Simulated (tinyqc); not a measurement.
Ion implantation: universal nuclear stopping, Lindhard-Scharff electronic stopping and a Gaussian range profile: one step, computed by the program tinyqc. Command: `OMP_NUM_THREADS=1 python tinyqc.py 3013147 3013148 out.jsonl implant walk`. One thread of a shared host (Intel(R) Xeon(R) Processor @ 2.30GHz), about 0.09 s of CPU time with the checks.

An ion slows by elastic collisions with screened nuclei and by friction with electrons; channelling is ignored and the target is uniform.

Task: Stopping at the entry energy. Reduced energy eps = 32.53 M2 E/(Z1 Z2 (M1 + M2)(Z1^0.23 + Z2^0.23)), E in keV; s_n = ln(1 + 1.1383 eps)/(2 (eps + 0.01321 eps^0.21226 + 0.19593 eps^0.5)) for eps up to 30 and ln(eps)/(2 eps) above; S_n = 8.462 Z1 Z2 M1 s_n/((M1 + M2)(Z1^0.23 + Z2^0.23)) in 1e-15 eV cm^2. S_e = k 3.83 Z1^(7/6) Z2/(Z1^(2/3) + Z2^(2/3))^(3/2) sqrt(E/M1) in 1e-15 eV cm^2, E in keV. dE/dx = N (S_n + S_e); 1e-15 eV cm^2 = 0.1 eV nm^2.

Inputs (values chosen for the exercise, modelled on nitrogen ions in aluminium):
```
quantity,value,unit
ion atomic number Z1,7,-
ion mass M1,14,u
target atomic number Z2,13,-
target mass M2,26.98,u
target density N,60.2,1/nm^3
ion energy E,6.9,keV
scale factor of electronic stopping k,1.2,-
```

Give: reduced energy eps; s_n; S_n; S_e; energy loss dE/dx.

Result:

reduced energy eps = 0.4821

s_n = 0.3475

S_n = 27.14 x 1e-15 eV cm^2

S_e = 14.58 x 1e-15 eV cm^2

energy loss dE/dx = 251.2 eV/nm

Nuclear stopping carries 65 % of the loss at entry.
